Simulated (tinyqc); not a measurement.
Epitaxial growth on a vicinal surface: Burton-Cabrera-Frank step flow, step-edge barrier and island nucleation: one step, computed by the program tinyqc.

Adatoms land at rate F, hop on a square grid (a simplification for hexagonal faces), desorb, or join steps. Lengths are in units of a and n is the adatom coverage. Steps ascend at x = 0 and descend at x = l.

Task: Step flow or islands. Island density on a flat surface without desorption: N = 0.25 (F/D)^(i/(i+2)) exp(E_i/((i+2) k_B T)) per site, with E_i = 0 for i = 1; spacing l_n = N^(-1/2). Step flow needs an effective width l_eff = 2 x(peak) below l_n. Temperatures in kelvin are T(C) + 273.15.

Inputs (values chosen for the exercise, close to those used for 4H-SiC(0001)): deposition rate F = 4.4 layers/s; temperature T = 1570 C; critical nucleus size i = 2; binding energy of the critical nucleus E_i = 0.53 eV.

D = 2.548752e+08 a^2/s

position of the peak = 5.850273 a

Constants: k_B = 8.617333262e-05 eV/K.

Give: island density N on a flat surface; island spacing l_n; ratio l_eff/l_n.

Result:

island density N on a flat surface = 7.565e-05 per site

island spacing l_n = 115.0 a

ratio l_eff/l_n = 0.1018

Steps capture adatoms before they meet: step flow. Caution: the prefactor 0.25 and the criterion are estimates, good to a factor of about two in length.
